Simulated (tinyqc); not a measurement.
From results back to parameters: phonon-assisted absorption at an indirect gap. Two cases, with inputs chosen for the exercise.

Problem. A slab transmits Tr = (1 - R)^2 x/(1 - R^2 x^2) with x = exp(-alpha d) and R = ((nr - 1)/(nr + 1))^2.

Case 1.

Values chosen (out of a larger set: loosely those of Si at room temperature; Eg is not tied to T; not measured data): nr = 3.53 (refractive index); d = 7.1 micrometre (thickness).

Tr = 0.464659

Case 2.

Values chosen (out of a larger set: loosely those of SiC at room temperature; Eg is not tied to T; not measured data): nr = 2.83 (refractive index); d = 4.8 micrometre (thickness).

Tr = 0.626298

Find: x; alpha.

Solution. Tr R^2 x^2 + (1 - R)^2 x - Tr = 0; take the positive root, then alpha = -ln(x)/d.

Case 1.

x = 0.9035
alpha = 143 1/cm

Case 2.

x = 0.9972
alpha = 5.90 1/cm

Computed by tinyqc, one run a case: `OMP_NUM_THREADS=1 python tinyqc.py N N+1 out.jsonl` with N = 1682149, 1682199; one thread of a shared Intel(R) Xeon(R) Processor @ 2.30GHz, about 0.01 s a run at most.
